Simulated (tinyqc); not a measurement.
Double-gate transistor below threshold, two-dimensional Poisson equation on a small mesh: two steps of the calculation.

Half of a symmetric double-gate structure: row 0 is the mid-plane of the body, where the normal field vanishes. Mobile charge is neglected (subthreshold), the body is fully depleted, and potentials are counted from the intrinsic level; rows run upward to the gate, columns from source to drain.

Inputs (values chosen for the exercise); semiconductor permittivity close to that of silicon: temperature T = 273 K; relative permittivity of the semiconductor eps_r = 11.5; relative permittivity of the insulator eox = 22; half the body thickness tb = 6 nm; insulator thickness tox = 3.7 nm; channel length L = 25 nm; acceptor density of the depleted body Na = 0 cm^-3; potential of the source Vbi = 0.51 V.

Constants: q = 1.602176634e-19 C, kB = 1.380649e-23 J/K, Vt = kB T/q, eps0 = 8.8541878128e-14 F/cm where lengths are in cm. Results are converted to the units shown.

Task 1. Coefficients of the five-point equations. Mesh: rows i = 0..2 in the semiconductor (step hs = tb/2, row 2 on the interface), then 2 step(s) ho = tox/2 up to the gate row 4; columns j = 0..6 (step hy = L/6). Box integration, divided by eps0: up_i = eps hy/h of the interval above row i, dn_i = that of the interval below (0 for row 0), lat_i = (sum of eps h/2 over the intervals above and below)/hy, s_i = -q Na w_i hy/eps0 with w_i the semiconductor height of the box (hs/2 for row 0 and the interface row, hs between, 0 in the insulator). Each free node obeys (up + dn + 2 lat) psi = up psi(above) + dn psi(below) + lat [psi(left) + psi(right)] + s.

Find: up; dn; lat; s.

Result 1.

up, row 0 to 3: [15.97, 15.97, 49.55, 49.55]
dn, row 0 to 3: [0, 15.97, 15.97, 49.55]
lat, row 0 to 3: [4.140, 8.280, 9.024, 9.768]
s, row 0 to 3 (V): [0, 0, 0, 0]

Task 2. Barrier, swing and barrier lowering. The barrier is read along row 0, the path farthest from the gate. Take the node j of lowest psi: barrier Vbi - psi_j; swing Vt ln 10/(d psi_j/dVg); DIBL = (d psi_j/dVd)/(d psi_j/dVg). The derivatives solve the same equations with s = 0 and a unit change of that voltage.

converged psi (V):
```
             j=0        j=1        j=2        j=3        j=4        j=5        j=6
row 0  0.5100000  0.3425415  0.2661500  0.2843803  0.4139934  0.7077697  1.2100000
row 1  0.5100000  0.3189370  0.2416240  0.2555099  0.3714423  0.6537384  1.2100000
row 2  0.5100000  0.2363644  0.1698205  0.1737385  0.2426482  0.4576835  1.2100000
row 3  0.3000000  0.1720315  0.1338422  0.1355433  0.1745191  0.2966354  0.6500000
row 4  0.0900000  0.0900000  0.0900000  0.0900000  0.0900000  0.0900000  0.0900000
```

d psi/dVg on row 0: j=0 0.00000000, j=1 0.43486285, j=2 0.67523160, j=3 0.74755808, j=4 0.67523160, j=5 0.43486285, j=6 0.00000000
d psi/dVd on row 0: j=0 0.0000000, j=1 0.0216913, j=2 0.0567818, j=3 0.1262210, j=4 0.2679866, j=5 0.5434458, j=6 1.0000000

Wanted: j; barrier; swing; DIBL.

Result 2.

j = 2
barrier = 0.2439 V
swing = 80.22 mV/decade
DIBL = 84.09 mV/V

Computed by the program tinyqc: `OMP_NUM_THREADS=1 python tinyqc.py 2480134 2480135 out.jsonl`, one thread of a shared Intel Xeon 2.30GHz, about 0.1 s for the whole run.
